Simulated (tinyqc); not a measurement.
Permeation of metal atoms or ions through a thin barrier or dielectric: time lag, field-aided drift and lifetime: one step, computed by the program tinyqc. Command: `OMP_NUM_THREADS=1 python tinyqc.py 3019924 3019925 out.jsonl barrier walk`. One thread of a shared host (Intel(R) Xeon(R) Processor @ 2.30GHz), about 0.01 s of CPU time with the checks.

The film 0 < x < d is empty at first; C = C0 at x = 0 and C = 0 at x = d. dC/dt = D d2C/dx2 - v dC/dx with drift v = D z e V/(k_B T d) (uniform field, no space charge).

Problem. Steady flux and time lag. Steady flux J = (D C0/d) P/(1 - exp(-P)); time lag in units of d^2/D: s_L = [P (1 + exp(-P))/(1 - exp(-P)) - 2]/P^2 (P = 0: J = D C0/d, s_L = 1/6).

Inputs (values chosen for the exercise, for a model case: singly charged ions through a dielectric): thickness d = 95 nm; concentration at the source side C0 = 7e+12 1/cm^3; test temperature T = 175 C.

Peclet number P = -5.178854

diffusivity D = 5.922453e-14 cm^2/s

time scale d^2/D = 1523.862 s

Give: flux relative to D C0/d; steady flux J; time lag s_L; time lag.

Solution.

flux relative to D C0/d = 0.029345

steady flux J = 1280.6 1/(cm^2 s)

time lag s_L = 0.12071

time lag = 183.95 s

The field opposes the ions and cuts the flux; the lag is the same as for the opposite sign.
